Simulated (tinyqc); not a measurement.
Electroplating on a thin resistive seed layer: kinetics, Wagner number and the terminal effect across a wafer: one step, computed by the program tinyqc. Command: `OMP_NUM_THREADS=1 python tinyqc.py 3121175 3121176 out.jsonl terminal walk`. One thread of a shared host (Intel(R) Xeon(R) Processor @ 2.30GHz), about 0.02 s of CPU time with the checks.

Current enters the seed at the rim. The bath is treated as a local resistance per area (no lateral flow in the liquid), two electrons per ion, molar volume 7.11 cm^3/mol, Faraday constant F = e N_A, kinematic viscosity 0.01 cm^2/s, omega = 2 pi x rpm/60; k_B T/e is in volts.

Task: Linear estimate of the terminal effect. Linearised: with R_t = kinetic + bath resistance the current density obeys (1/r)(r i')' = i R_s/R_t, so i = A I_0(r/l), l = sqrt(R_t/R_s); with x = R/l, edge/centre = I_0(x) and edge/mean = x I_0(x)/(2 I_1(x)). Voltage drop in the seed for a uniform current: i R_s R^2/4.

Inputs (values chosen for the exercise, of the order of those for copper plating from an acid sulfate bath): wafer radius R = 7.5 cm; mean current density = 19 mA/cm^2; temperature T = 298 K.

kinetic resistance = 1.668593 ohm cm^2

bath resistance R_b = 111.7647 ohm cm^2

sheet resistance R_s = 0.9473684 ohm/square

Give: length l; x = R/l; edge over centre, linear; edge over mean, linear; drop for uniform current.

Result:

length l = 10.942 cm

x = R/l = 0.68541

edge over centre, linear = 1.1209

edge over mean, linear = 1.0576

drop for uniform current = 253.125 mV

For small x edge/centre is 1 + x^2/4 = 1.117. Caution: the mean current exceeds 0.3 i_L, so depletion of metal ions, left out of the distribution, matters.
